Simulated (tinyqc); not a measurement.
## Saddle-point parameters from gate and bias data

Inverse problem. In a saddle-point contact at zero temperature mu - V0 = al (Vg - Vp), riser n is centred where this equals wy (n + 1/2), its largest slope is dg/dmu = pi/(2 wx) (neighbouring modes neglected), and in bias spectroscopy neighbouring risers meet at q V = wy. Find al, Vp and wx.

gate voltages at the middle of the first and second risers (V): [-2.2741615, -2.2424845]
largest dg/dVg on a riser = 93.666003 1/V
bias at which two neighbouring risers meet = 5.1 mV

Answer. The bias gives wy, the gate spacing then gives al = wy/(Vg2 - Vg1), and the slope gives wx = al pi/(2 dg/dVg).

lever arm al = 0.161 eV/V
Vp = -2.29 V
wx = 2.70 meV

Computed by the program tinyqc: `OMP_NUM_THREADS=1 python tinyqc.py 2740013 2740014 out.jsonl`, one thread of a shared Intel Xeon 2.30GHz, about 0.04 s for the whole run.
